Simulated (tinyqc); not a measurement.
Inside a calculation. Method: tight binding, kagome lattice. One step of it, computed by the program tinyqc.

Task: Levels at K. Diagonalise the Hermitian matrix.

H(k) at K (eV), lower triangle (Hermitian):
```
                     A                    B          C
A             0.000000
B  -0.500000-0.866025i             0.000000
C  -0.500000+0.866025i  -0.500000-0.866025i  -0.530000
```

Give: eigenvalues; weights |c|^2 of the basis functions.

Result:

eigenvalues (eV): -1.3729  -1.0000  1.8429

weights |c|^2 of the basis functions:
```
   band 1  band 2  band 3
A  0.1311  0.5000  0.3689
B  0.1311  0.5000  0.3689
C  0.7379  0.0000  0.2621
```
